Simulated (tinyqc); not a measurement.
Which input was changed? Model: Landau-Devonshire theory of a uniaxial ferroelectric. Computed by tinyqc, a small Python program. Command: `OMP_NUM_THREADS=1 python tinyqc.py 3029366 3029367 out.jsonl ferro which`. One thread of a shared host (Intel(R) Xeon(R) Processor @ 2.30GHz), about 0.2 s of CPU time with the checks.

G(P) = (alpha/2) P^2 + (beta*/4) P^4 + (gamma/6) P^6 - E P per volume, SI units, one domain, P along the polar axis, which is normal to the film.

Inputs (values chosen for the exercise, for a model ferroelectric):

| quantity | value | unit |
|---|---|---|
| alpha_0 | 1.79e+06 | J m/(C^2 K) |
| Curie-Weiss temperature T0 | 310 | K |
| beta | 1.09e+09 | J m^5/C^4 |
| gamma | 3.27e+10 | J m^9/C^6 |
| temperature T | 143 | K |
| misfit strain u_m | -0.013 | - |
| electrostriction Q12 | -0.036 | m^4/C^2 |
| compliance s11 + s12 | 3.2e-12 | m^2/N |
| film thickness d | 4.2 | nm |
| screening length lambda | 0.012 | nm |
| background permittivity eps_b | 8 | - |
| gradient coefficient g | 8.1e-10 | J m^3/C^2 |

Sample: epitaxial film.

Constants: eps_0 = 8.8541878128e-12 F/m.

Method:
- alpha = alpha_0 (T - T0*), with clamping: T0* = T0 + 4 Q12 u_m/(alpha_0 (s11 + s12)), beta* = beta + 4 Q12^2/(s11 + s12).
- Ps^2 = [-beta* + sqrt(beta*^2 - 4 alpha gamma)]/(2 gamma).
- chi = 1/(eps_0 G''), G'' = alpha + 3 beta* P^2 + 5 gamma P^4 at Ps. Ps, chi and the coercive field are for perfect screening, without a depolarising field. The intrinsic coercive field is |alpha P + beta* P^3 + gamma P^5| at the P_c where G'' = 0. 1 C/m^2 = 100 microcoulomb/cm^2.
- With the term (g/2) (dP/dx)^2, (g/2) P'^2 = G(P) - G(Ps) across the wall: energy = int_(-Ps)^(Ps) sqrt(2 g [G(P) - G(Ps)]) dP (40 Gauss-Legendre points); width = 2 Ps over the slope at P = 0, sqrt(2 |G(Ps)|/g). Elastic coupling inside the wall is left out.
- Between shorted electrodes with screening length lambda each, the depolarising field is -k P, k = 2 lambda/(eps_0 (d + 2 lambda eps_b)), so alpha turns into alpha + k.
- The polar state is the lowest uniform state while alpha + k < 0 (beta* > 0) or < 3 beta*^2/(16 gamma) (beta* < 0); setting the equality gives the critical thickness d_c.

Task: One of these inputs alone was changed, within the range given: alpha_0 (8.95e+05 to 3.58e+06); gamma (1.635e+10 to 6.54e+10); misfit strain u_m (-0.026 to -0.0065); electrostriction Q12 (-0.072 to -0.018). Which one, and to what value?

Results:

| run | well depth G(Ps) (MJ/m^3) | wall width (nm) | critical thickness d_c (nm) |
|---|---|---|---|
| before | -34.04192 | 2.469183 | 2.874512 |
| after | -30.54240 | 2.454028 | 2.874512 |

Result:

Each candidate set to reproduce well depth G(Ps), and what it then gives:

| candidate | range searched | value needed | wall width (nm) | critical thickness d_c (nm) |
|---|---|---|---|---|
| alpha_0 (J m/(C^2 K)) | 8.95e+05 to 3.58e+06 | 1.456e6 | 2.5544 | 3.0809 |
| gamma (J m^9/C^6) | 1.635e+10 to 6.54e+10 | 4.470e10 | 2.4540 | 2.8745 |
| misfit strain u_m | -0.026 to -0.0065 | -0.01176 | 2.5544 | 3.0809 |
| electrostriction Q12 (m^4/C^2) | -0.072 to -0.018 | -0.03096 | 2.5799 | 3.1879 |

Only gamma fits every result: it went from 3.27e+10 to 4.47e10 J m^9/C^6. The next best candidate, misfit strain u_m, misses one result by 7.2 %.

Caution: far below T0* the expansion with linear alpha(T) is only a fit.
